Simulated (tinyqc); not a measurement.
A run and its error bars: classical Heisenberg spin chain: exact results, Metropolis, heat-bath and over-relaxation steps, and a Monte Carlo run. Computed by tinyqc, a small Python program. Command: `OMP_NUM_THREADS=1 python tinyqc.py 3130060 3130061 out.jsonl heismc walk`. One thread of a shared host (Intel(R) Xeon(R) Processor @ 2.30GHz), about 0.2 s of CPU time with the checks.

E = -J sum_i s_i . s_(i+1) for unit vectors s_i on an open chain; K = J/(k_B T).

Inputs (values chosen for the exercise, for a model chain of large moments):
```
quantity                     value  unit
coupling J                      38   meV
temperature T                  163     K
moment mu                      4.9  mu_B
length N of the open chain       8     -
seed                        162904     -
```

Update: Metropolis.

Constants: k_B = 8.617333262e-05 eV/K; mu_B = 5.7883818060e-05 eV/T.

Method:
- Each bond angle is independent, so u = <s_i . s_(i+1)> = coth K - 1/K, <s_i . s_(i+n)> = u^n, correlation length xi = -1/ln|u|, energy per bond -J u, heat capacity per bond c/k_B = 1 - K^2/sinh^2 K, and for the long chain chi = mu^2 (1 + u)/(3 k_B T (1 - u)) per spin.
- For N spins, <|sum s|^2>/N = (1 + u)/(1 - u) - 2 u (1 - u^N)/(N (1 - u)^2); the long chain has (1 + u)/(1 - u), chi over the Curie value, and the difference is relative to it.
- From the ordered state (alternating for J < 0), with trial spins uniform on the sphere, 200 sweeps are discarded and 1600 recorded (even and odd sites in turn; random numbers not printed, so these rows are one sample). Errors are the scatter of block means over sqrt(number of blocks).

K = 2.70535

u = 0.639339

<|sum s|^2>/N = 3.35090

Blocking:
```
block length  mean bond product     error  <|sum s|^2>/N    error
1                       0.62941  0.003065         3.2621  0.03827
4                       0.62941  0.005143         3.2621  0.06897
16                      0.62941  0.007261         3.2621  0.10495
40                      0.62941  0.008393         3.2621  0.10395
80                      0.62941  0.010434         3.2621  0.11192
```

What does the comparison show, and why?

With blocks of 40 the bond product is 1.2 error bars from the exact u = 0.6393, and <|sum s|^2>/N is 0.9 from the exact 3.351. Blocking to 40 changes the two errors by factors 2.7 and 2.7, because successive sweeps are correlated. An error still rises at blocks of 80, so the bars may be too small. 27 % of the trial spins are accepted.
